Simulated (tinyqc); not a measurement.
## Trap density from swing and capacitance

Question. In an MOS structure at one bias the subthreshold swing is S = Vt ln 10 (1 + (Cd + q Dit)/Cox) and 1/C_HF = 1/Cox + 1/Cd, Cox = 3.9 eps0/EOT. Find Cd and Dit.

Parameters, values chosen for the exercise: temperature T = 300 K; equivalent oxide thickness EOT = 2.2 nm.

Constants: q = 1.602176634e-19 C, kB = 1.380649e-23 J/K, Vt = kB T/q, eps0 = 8.8541878128e-14 F/cm where lengths are in cm. Results are converted to the units shown.

S = 61.722138 mV/decade
C_HF = 29.977883 nF/cm^2

Solution. C_HF gives Cd, and the swing gives Cd + q Dit.

Cd = 30.56 nF/cm^2
Dit = 1.706e11 cm^-2 eV^-1

Program tinyqc, `OMP_NUM_THREADS=1 python tinyqc.py 2030062 2030063 out.jsonl`; Intel Xeon 2.30GHz, shared host, one thread, about 0.01 s.
